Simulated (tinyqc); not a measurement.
Equilibrium and kinetic segregation of a solute to boundaries and growing surfaces: one step, computed by the program tinyqc. Command: `OMP_NUM_THREADS=1 python tinyqc.py 3004659 3004660 out.jsonl segreg walk`. One thread of a shared host (Intel(R) Xeon(R) Processor @ 2.30GHz), about 0.01 s of CPU time with the checks.

Task: How fast the boundary fills. McLean kinetics from a uniform start, fed from both sides, with a constant enrichment beta = theta_inf/x0: (theta - x0)/(theta_inf - x0) = 1 - exp(s^2) erfc(s), s = 2 sqrt(D t)/(beta delta); half filling at s = 0.7691, t = (0.7691 beta delta/2)^2/D. D is an input and does not follow T.

Inputs (values chosen for the exercise, modelled on arsenic in polycrystalline silicon): total solute fraction x0 = 0.0044; temperature T = 1325 K; grain size d = 20 nm; boundary thickness delta = 0.58 nm; bulk diffusivity D = 2.2e-17 m^2/s; anneal time t = 1.2 s.

coverage theta_inf = 0.1158484

Give: s; degree of filling; time to half filling; diffusion length sqrt(D t).

Result:

s = 0.67292

degree of filling = 0.46327

time to half filling = 1.5675 s

diffusion length sqrt(D t) = 5.1381 nm

Caution: sqrt(D t) reaches across the grain, so the semi-infinite solution overstates the filling. Caution: half of theta_inf exceeds the equilibrium coverage of grains of this size, so half filling is never reached in them. Caution: by the time of half filling the diffusion length reaches across the grain, so the real time is longer or half filling is never reached.
